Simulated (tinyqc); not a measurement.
What each parameter does: pi bands of a honeycomb layer in tight binding.

Lattice vectors a (1,0) and a (1/2, sqrt3/2); f = exp(i ky a/sqrt3) + 2 cos(kx a/2) exp(-i ky a/(2 sqrt3)), w = |f|. H = [[D - t2 F, -t f], [., -D - t2 F]] with F = w^2 - 3, S = [[1, s0 f], [., 1]]; the levels solve det(H - E S) = 0. K = (4 pi/3a, 0), M = (pi/a, pi/(sqrt3 a)); w = 3, 1, 0 at Gamma, M, K.

Inputs chosen for the exercise (of the size used for graphene; the results hold for these values, not for the real material):
- a = 2.46 angstrom (lattice constant)
- t = 2.91 eV (nearest hopping)
- t2 = 0 eV (second-neighbour hopping)
- s0 = 0 (overlap of neighbours)
- D = 0 eV (+D on A, -D on B)

Gap at K, difference at M, and the two levels at Gamma, from (e - E)^2 - D^2 - (t + s0 E)^2 w^2 = 0, e = -t2 (w^2 - 3).

Results for these values:
```
case,gap at K (eV),difference at M (eV),lower at Gamma (eV),upper at Gamma (eV)
base,0.0000,5.8200,-8.7300,8.7300
```

What happens to each result for a = 2.5092 angstrom, all else kept?

Answer: gap at K does not change at the printed digits; difference at M does not change at the printed digits; lower at Gamma does not change at the printed digits; upper at Gamma does not change at the printed digits.

The same for each parameter in turn:
```
case,gap at K (eV),difference at M (eV),lower at Gamma (eV),upper at Gamma (eV)
base,0.0000,5.8200,-8.7300,8.7300
t = 3.0555 eV,0.0000,6.1110,-9.1665,9.1665
t2 = 0.05 eV,0.0000,5.8200,-9.0300,8.4300
s0 = 0.03,0.0000,5.8252,-8.0092,9.5934
D = 0.1 eV,0.2000,5.8234,-8.7306,8.7306
a = 2.5092 angstrom,0.0000,5.8200,-8.7300,8.7300
```

At points fixed by symmetry a drops out; the gap at K is 2D whatever the hoppings.

(tinyqc, `OMP_NUM_THREADS=1 python tinyqc.py 1451138 1451139 out.jsonl`, Intel(R) Xeon(R) Processor @ 2.30GHz, 1 thread, shared host, about 0.01 s.)
